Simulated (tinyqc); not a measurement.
What moves the results: Stoner model of a band ferromagnet. A value that a table varies takes the place of the one given here.

Density of states per atom and spin: two humps, D(e) = (M/W) [1 - sp cos(4 pi e/W)]. Levels e -/+ I m/2 for up and down spin, m = n_up - n_down, n_up + n_down = nd. At zero temperature e(N) is the energy below which N states lie, and E(m) = sum over spins of integral e D de - I m^2/4.

Constants: kB = 8.617333262e-05 eV/K.

Parameters, chosen for this exercise: W = 5.4 eV (band width, e from -W/2 to W/2); M = 5 (states per atom and spin); nd = 9.03 (electrons per atom); sp = 0.22 (shape parameter); I = 1.3 eV (Stoner parameter).

## Moment against temperature

Fermi-Dirac occupations on 600 equal energy intervals; m is iterated from saturation until it changes by less than 1e-7 or for 400 rounds; the paramagnet is unstable while I times the mean of D weighted by -df/de exceeds 1.

Results:
```
T/Tc  T (K)  m (muB)  I D(T) of the paramagnet
0.10    355    0.970                     1.168
0.30   1066    0.944                     1.166
0.50   1777    0.865                     1.146
0.65   2310    0.763                     1.112
0.80   2843    0.606                     1.068
0.90   3198    0.442                     1.034
0.95   3375    0.317                     1.017
1.10   3908    0.000                     0.965
```

Tc (from I D(T) = 1) = 3.55e+03 K

kB Tc = 0.306 eV, 0.24 of the exchange splitting at zero temperature. m keeps 0.89 of its first value at half Tc and 0.46 at 0.9 Tc. The model knows only Stoner excitations; spin waves and local moments bring the ordering temperature below the Stoner value.

## Moment against the Stoner parameter

Lowest state for each I.

Results:
```
I (eV)  I D(EF)  m (muB)  E - E(0) (meV)
0.67      0.602    0.000             0.0
0.89      0.800    0.000             0.0
1.01      0.908    0.000             0.0
1.12      1.007    0.464            -0.2
1.23      1.105    0.970           -24.6
1.39      1.249    0.970           -62.2
1.67      1.501    0.970          -128.1
2.01      1.806    0.970          -208.1
```

A moment first appears at I = 1.12 eV of those listed, where I D(EF) = 1.007. It is saturated at 0.970 from I = 1.23 eV on.

## Moment against band filling

Rigid band, I fixed: a Slater-Pauling curve.

Results:
```
nd   I D(EF)  m (muB)  m_max
3.0    1.434    3.000    3.0
4.0    1.179    4.000    4.0
5.0    0.939    5.000    5.0
6.0    1.179    4.000    4.0
6.5    1.332    3.500    3.5
7.0    1.434    3.000    3.0
7.5    1.469    2.500    2.5
8.0    1.434    2.000    2.0
8.5    1.332    1.500    1.5
9.0    1.179    1.000    1.0
9.5    1.016    0.500    0.5
```

Magnetic fillings among those listed: 3.0, 4.0, 5.0, 6.0, 6.5, 7.0, 7.5, 8.0, 8.5, 9.0 and 9.5; the largest moment is 5.00 at nd = 5. At 3.0, 4.0, 5.0, 6.0, 6.5, 7.0, 7.5, 8.0, 8.5, 9.0 and 9.5 the moment is saturated and follows m_max, changing by one per electron.

## What moves the moment

Lowest state for each case. Each row changes one parameter from the base and keeps the others.

Results:
```
case          I D(EF)  m (muB)  E - E(0) (meV)
base            1.168    0.970           -41.0
W = 4.968 eV    1.270    0.970           -62.2
I = 1.404 eV    1.262    0.970           -65.5
nd = 8.73       1.266    1.270           -98.7
sp = 0.32       1.191    0.970           -40.8
```

The largest shifts from the base row, up to three for each result and ties (the steps differ in size, so this ranks the rows, not the parameters). I D(EF): W +0.102, nd +0.098, I +0.093. m (muB): nd +0.300; unchanged at the printed digits by W, I and sp. E - E(0) (meV): nd -57.7, I -24.5, W -21.2.

Computed by tinyqc, a small Python program: `OMP_NUM_THREADS=1 python tinyqc.py 1650315 1650316 out.jsonl` (the numbers bound the seed that draws the inputs); one thread of a shared host (Intel(R) Xeon(R) Processor @ 2.30GHz), about 0.4 s for the whole set of steps.
